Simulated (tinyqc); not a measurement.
Landau levels of bilayer graphene, step by step. Values are carried at full precision from step to step, so a last printed digit may differ when a step is redone from the rounded ones.

In a field B along z: l = 1/sqrt((e/hbar) B) is the magnetic length, n_B = B/(h/e) the number of states per area in one level, hbar wc = 2 muB B/m for mass m in m0; 1/angstrom^2 = 1e16/cm^2.

Constants: e/hbar = 1.519267448e-05 1/(T angstrom^2); h/e = 413566.7697 T angstrom^2; muB = 5.788381798e-05 eV/T; e^2/h = 3.874045865e-05 S.

Values chosen for the exercise (near those of bilayer graphene; the results hold for these values, not for the real material):
```
symbol  value  unit         meaning
B       4.6    T            magnetic field
n       12     x 1e11/cm^2  electron sheet density
hv      6.81   eV angstrom  hbar v
g1      0.374  eV           interlayer hopping
```

## Scales set by the field

Give l, n_B and the filling factor nu = n/n_B.

l = 119.62 angstrom
n_B = 1.1123 x 1e11/cm^2
nu = 10.789

## The lowest levels

Four-band model without bias: with w = sqrt(2) hv/l, E_N^2 = [g1^2 + (2N - 1) w^2 - sqrt(g1^4 + 2 (2N - 1) g1^2 w^2 + w^4)]/2 for N >= 2, and E = 0 for N = 0, 1. The two-band limit is hbar wc sqrt(N (N - 1)) with hbar wc = w^2/g1. Each level is fourfold; of the eight zero-energy states half belong to the electrons.

List the eight lowest, in meV, with the gap to the next.

Levels:
```
label,E (meV),gap above (meV)
"0,1",0.000,23.005
2,23.005,15.413
3,38.418,14.146
4,52.564,13.272
5,65.836,12.573
6,78.409,11.985
7,90.394,11.478
8,101.872,11.032
```

The largest of these gaps, 23.00 meV, first occurs above level 0,1 and is kB T at 267 K.

## Where EF lies

The zero level takes 4 n_B electrons and each higher level 4 n_B. At zero temperature and without broadening EF sits in the partly filled level.

Fill the listed levels in order up to nu; give the partly filled level, its energy and its filled share.

level: 3

EF = 38.418 meV
filled share = 0.697

## Fields of the Hall plateaus

A plateau is centred where nu = n/n_B equals 4, 8, 12, 16, 20, 24; there rho_xy = h/(nu e^2).

Plateaus:
```
nu,B (T),1/B (1/T),rho_xy (kohm)
4,12.407,0.0806,6.4532
8,6.204,0.1612,3.2266
12,4.136,0.2418,2.1511
16,3.102,0.3224,1.6133
20,2.481,0.4030,1.2906
24,2.068,0.4836,1.0755
```

## Checks

- Level 2 from the four-band matrix in 40 oscillator states against the formula, meV: both 23.005.

Computed by tinyqc, a small Python program: `OMP_NUM_THREADS=1 python tinyqc.py 1281907 1281908 out.jsonl` (the numbers bound the seed that draws the inputs); one thread of a shared host (Intel(R) Xeon(R) Processor @ 2.30GHz), about 0.01 s for the whole set of steps.
